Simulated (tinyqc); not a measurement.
# Hot electrons in a saturated n-channel MOSFET, lucky-electron model: effect of the resistance of the lightly doped drain

Beyond pinch-off the lateral field grows as Esat cosh(y/l) over the velocity-saturated region (pseudo-two-dimensional model). Impact ionisation in this region gives the substrate current, which biases the body forward through Rsub. Currents are per width. Local-field laws: they overstate ionisation when the field peak is narrower than an energy relaxation length.

Cox = 3.9 eps0/tox, l = sqrt(3 tox xj), Esat = 2 vs/mu. Overdrive g = Vg - VT + kb Vb; Vdsat = g Esat L/(g + Esat L); Id = Cox vs (g - Vdsat); dV = Vd - Id Rd - Vdsat; Em = sqrt((dV/l)^2 + Esat^2); Isub = Id (Ai/Bi) l Em exp(-Bi/Em). Vb = Rsub Isub is solved self-consistently. Lifetime tau = (Hl/Id)(Isub/Id)^(-m); 1 year = 3.15576e7 s.

Parameters, values chosen for the exercise; values close to those of silicon n-channel devices:
- L = 0.25 um (channel length)
- tox = 5.1 nm (oxide thickness)
- xj = 100 nm (junction depth)
- VT = 0.63 V (threshold)
- mu = 360 cm^2/(V s) (effective mobility)
- vs = 8.8e6 cm/s (saturation velocity)
- Ai = 2e6 1/cm (ionisation prefactor)
- Bi = 1.66 MV/cm (ionisation field)
- Rsub = 3900 ohm um (substrate resistance)
- kb = 0.26 (fall of VT per volt of forward body bias)
- m = 3.2 (lifetime exponent)
- Hl = 13000 s uA/um (lifetime constant)
- Vd = 1.9 V (drain voltage)
- Vg = 0.9 V (gate voltage)

Constants: eps0 = 8.8541878128e-14 F/cm where lengths are in cm. Results are converted to the units shown.

Results:
```
Rd (ohm um)  Id (uA/um)  Em (MV/cm)  Isub (uA/um)  Isub/Id  tau (years)
0                 29.36      0.4318         1.278  0.04353       0.3184
150               29.36      0.4306         1.262  0.04299       0.3315
500               29.35      0.4280         1.225  0.04174       0.3644
800               29.35      0.4258         1.194  0.04068       0.3955
1200              29.34      0.4228         1.153  0.03931       0.4416
1600              29.33      0.4199         1.113  0.03796       0.4938
```

Estimate the missing row, Rd = 300 ohm um.

Computed row:
```
Rd (ohm um)  Id (uA/um)  Em (MV/cm)  Isub (uA/um)  Isub/Id  tau (years)
300               29.36      0.4295         1.246  0.04245       0.3452
```

With this row back in the table: As Rd goes from 0 to 1600 ohm um, Em falls from 0.432 to 0.420 MV/cm, Isub falls from 1.28 to 1.11 uA/um and tau rises from 0.318 to 0.494 years. From the first row to the last, log10(tau) changes by 0.19: 0.19 from (Isub/Id)^(-m), which holds Em and l, and under 0.005 from 1/Id. The price is 0.0469 V dropped over Rd in the last row.

Program tinyqc, `OMP_NUM_THREADS=1 python tinyqc.py 2550116 2550117 out.jsonl`; Intel Xeon 2.30GHz, shared host, one thread, about 0.01 s.
